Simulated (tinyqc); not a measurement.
Empirical pseudopotential in a few plane waves, step by step. One step of it, computed by the program tinyqc.

Task: Levels at k. Diagonalise the Hermitian matrix.

H(k) at k (eV):
```
                     +0+0+0               -1-1-1               -1-1+1               -1+1-1
+0+0+0             0.246895   1.952998+0.596482i  -1.952998+0.596482i  -1.952998+0.596482i
-1-1-1   1.952998-0.596482i            14.456652   0.000000-1.278935i   0.000000-1.278935i
-1-1+1  -1.952998-0.596482i   0.000000+1.278935i            16.943360             0.666679
-1+1-1  -1.952998-0.596482i   0.000000+1.278935i             0.666679            11.259457
-1+1+1  -1.952998+0.596482i            -0.666679   0.000000+1.278935i   0.000000+1.278935i
+1-1-1  -1.952998-0.596482i   0.000000+1.278935i             0.666679             0.666679
+1-1+1  -1.952998+0.596482i            -0.666679   0.000000+1.278935i             0.000000
+1+1-1  -1.952998+0.596482i            -0.666679             0.000000   0.000000+1.278935i
+1+1+1   1.952998+0.596482i             0.000000            -0.666679            -0.666679
-2+0+0   0.000000-1.278935i  -1.952998+0.596482i  -1.952998-0.596482i  -1.952998-0.596482i
+0-2+0   0.000000-1.278935i  -1.952998+0.596482i  -1.952998-0.596482i   0.760034-0.250138i
+0+0-2   0.000000-1.278935i  -1.952998+0.596482i   0.760034-0.250138i  -1.952998-0.596482i
+0+0+2   0.000000+1.278935i  -0.760034-0.250138i   1.952998+0.596482i  -0.760034+0.250138i
+0+2+0   0.000000+1.278935i  -0.760034-0.250138i  -0.760034+0.250138i   1.952998+0.596482i
+2+0+0   0.000000+1.278935i  -0.760034-0.250138i  -0.760034+0.250138i  -0.760034+0.250138i

                     -1+1+1               +1-1-1               +1-1+1               +1+1-1
+0+0+0  -1.952998-0.596482i  -1.952998+0.596482i  -1.952998-0.596482i  -1.952998-0.596482i
-1-1-1            -0.666679   0.000000-1.278935i            -0.666679            -0.666679
-1-1+1   0.000000-1.278935i             0.666679   0.000000-1.278935i             0.000000
-1+1-1   0.000000-1.278935i             0.666679             0.000000   0.000000-1.278935i
-1+1+1            13.746164             0.000000             0.666679             0.666679
+1-1-1             0.000000            13.390920   0.000000-1.278935i   0.000000-1.278935i
+1-1+1             0.666679   0.000000+1.278935i            15.877628             0.666679
+1+1-1             0.666679   0.000000+1.278935i             0.666679            10.193725
+1+1+1   0.000000+1.278935i            -0.666679   0.000000+1.278935i   0.000000+1.278935i
-2+0+0   1.952998-0.596482i   0.760034-0.250138i  -0.760034-0.250138i  -0.760034-0.250138i
+0-2+0  -0.760034-0.250138i  -1.952998-0.596482i   1.952998-0.596482i  -0.760034-0.250138i
+0+0-2  -0.760034-0.250138i  -1.952998-0.596482i  -0.760034-0.250138i   1.952998-0.596482i
+0+0+2  -1.952998+0.596482i  -0.760034+0.250138i  -1.952998+0.596482i   0.760034+0.250138i
+0+2+0  -1.952998+0.596482i  -0.760034+0.250138i   0.760034+0.250138i  -1.952998+0.596482i
+2+0+0   0.760034+0.250138i   1.952998+0.596482i  -1.952998+0.596482i  -1.952998+0.596482i

                     +1+1+1               -2+0+0               +0-2+0               +0+0-2
+0+0+0   1.952998-0.596482i   0.000000+1.278935i   0.000000+1.278935i   0.000000+1.278935i
-1-1-1             0.000000  -1.952998-0.596482i  -1.952998-0.596482i  -1.952998-0.596482i
-1-1+1            -0.666679  -1.952998+0.596482i  -1.952998+0.596482i   0.760034+0.250138i
-1+1-1            -0.666679  -1.952998+0.596482i   0.760034+0.250138i  -1.952998+0.596482i
-1+1+1   0.000000-1.278935i   1.952998+0.596482i  -0.760034+0.250138i  -0.760034+0.250138i
+1-1-1            -0.666679   0.760034+0.250138i  -1.952998+0.596482i  -1.952998+0.596482i
+1-1+1   0.000000-1.278935i  -0.760034+0.250138i   1.952998+0.596482i  -0.760034+0.250138i
+1+1-1   0.000000-1.278935i  -0.760034+0.250138i  -0.760034+0.250138i   1.952998+0.596482i
+1+1+1            12.680432  -0.760034-0.250138i  -0.760034-0.250138i  -0.760034-0.250138i
-2+0+0  -0.760034+0.250138i            19.074823             0.666679             0.666679
+0-2+0  -0.760034+0.250138i             0.666679            21.206287             0.666679
+0+0-2  -0.760034+0.250138i             0.666679             0.666679            15.522384
+0+0+2  -1.952998-0.596482i            -0.666679            -0.666679             0.000000
+0+2+0  -1.952998-0.596482i            -0.666679             0.000000            -0.666679
+2+0+0  -1.952998-0.596482i             0.000000            -0.666679            -0.666679

                     +0+0+2               +0+2+0               +2+0+0
+0+0+0   0.000000-1.278935i   0.000000-1.278935i   0.000000-1.278935i
-1-1-1  -0.760034+0.250138i  -0.760034+0.250138i  -0.760034+0.250138i
-1-1+1   1.952998-0.596482i  -0.760034-0.250138i  -0.760034-0.250138i
-1+1-1  -0.760034-0.250138i   1.952998-0.596482i  -0.760034-0.250138i
-1+1+1  -1.952998-0.596482i  -1.952998-0.596482i   0.760034-0.250138i
+1-1-1  -0.760034-0.250138i  -0.760034-0.250138i   1.952998-0.596482i
+1-1+1  -1.952998-0.596482i   0.760034-0.250138i  -1.952998-0.596482i
+1+1-1   0.760034-0.250138i  -1.952998-0.596482i  -1.952998-0.596482i
+1+1+1  -1.952998+0.596482i  -1.952998+0.596482i  -1.952998+0.596482i
-2+0+0            -0.666679            -0.666679             0.000000
+0-2+0            -0.666679             0.000000            -0.666679
+0+0-2             0.000000            -0.666679            -0.666679
+0+0+2            20.495799             0.666679             0.666679
+0+2+0             0.666679            14.811896             0.666679
+2+0+0             0.666679             0.666679            16.943360
```

Give: eigenvalues.

Result:

eigenvalues (eV): -2.9741  7.4820  8.3434  8.5988  12.4336  13.2716  13.5125  14.0473  16.0011  16.4294  19.9757  20.5417  21.8233  22.4596  24.9038
